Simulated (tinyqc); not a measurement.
Threshold of a short bulk MOSFET: charge sharing, barrier lowering, narrow width: threshold roll-off against channel length.

n-channel device on a p-type body, depletion approximation, full ionisation. Uniform doping N = Na. Vbi from Boltzmann statistics is rough for the degenerate source. Cox = eps0 eox/tox.

ni = sqrt(Nc Nv) exp(-Eg/(2 Vt)), Eg in volts; 2 pB = 2 Vt ln(N/ni); flat band Vfb - Vt ln(N/Na); Wd = sqrt(2 eps0 eps_r (2 pB - Vbs)/(q N)); body term q N Wd/Cox; long-channel VT0 = flat band + 2 pB + body term; Vbi = Vt ln(N Nsd/ni^2); scale length l = sqrt((eps_r/eox) tox Wd). Charge sharing (trapezoid; it ignores Vds): F = (xj/L)(sqrt(1 + 2 Wd/xj) - 1), lowering = body term times F. Barrier lowering: th = exp(-L/(2 l)) + 2 exp(-L/l), lowering = th [2 (Vbi - 2 pB) + Vds], DIBL = th. Narrow width: rise = body term times xw Wd/W. VT by each model = VT0 - lowering + rise. DIBL under 0.001 mV/V is printed as 0.

Values chosen for this exercise; band and dielectric values close to those of silicon:
- T = 350 K (temperature)
- Eg = 1.11 eV (band gap)
- eps_r = 11.8 (relative permittivity)
- Nc = 3.52e19 cm^-3 (conduction-band density of states at T)
- Nv = 3.28e19 cm^-3 (valence-band density of states at T)
- eox = 3.9 (relative permittivity of the gate insulator (close to silicon dioxide))
- tox = 5.4 nm (insulator thickness)
- Na = 9.4e17 cm^-3 (channel doping)
- Nsd = 1e20 cm^-3 (source and drain doping)
- Vfb = -0.81 V (flat-band voltage for the doping Na)
- xj = 140 nm (junction depth)
- Vbs = 0 V (body-source voltage)
- Vds = 1.2 V (drain-source voltage)
- W = 190 nm (gate width)
- xw = 1.5708 (shape factor of the fringing depletion at the width edges)

Constants: q = 1.602176634e-19 C, kB = 1.380649e-23 J/K, Vt = kB T/q, eps0 = 8.8541878128e-14 F/cm where lengths are in cm. Results are converted to the units shown.

The same in every row: N (cm^-3) = 9.4000e17; VT0 (V) = 0.91287.

Threshold roll-off against channel length:
```
L (nm)	L/l	F	DIBL (mV/V)	VT, charge sharing (V)	VT, barrier lowering (V)
76	3.1686	0.41627	289.22	0.80907	0.72579
110	4.5861	0.28761	121.34	0.91577	0.97450
160	6.6707	0.19773	38.136	0.99030	1.0978
230	9.5892	0.13755	8.4113	1.0402	1.1418
330	13.758	0.095869	1.0311	1.0748	1.1527
480	20.012	0.065910	0.045127	1.0996	1.1542
690	28.768	0.045850	0	1.1162	1.1543
1000	41.692	0.031637	0	1.1280	1.1543
1400	58.369	0.022598	0	1.1355	1.1543
```

VT by barrier lowering rises from 0.726 to 1.15 V and VT by charge sharing rises from 0.809 to 1.14 V. DIBL is under 100 mV/V from L = 160 nm on among the rows (th = 0.1 at L/l = 4.92). For L = 76 DIBL exceeds 250 mV/V, where the barrier formula is rough.

tinyqc, about 0.01 s, one thread, Intel Xeon 2.30GHz (shared host): `OMP_NUM_THREADS=1 python tinyqc.py 2002079 2002080 out.jsonl`
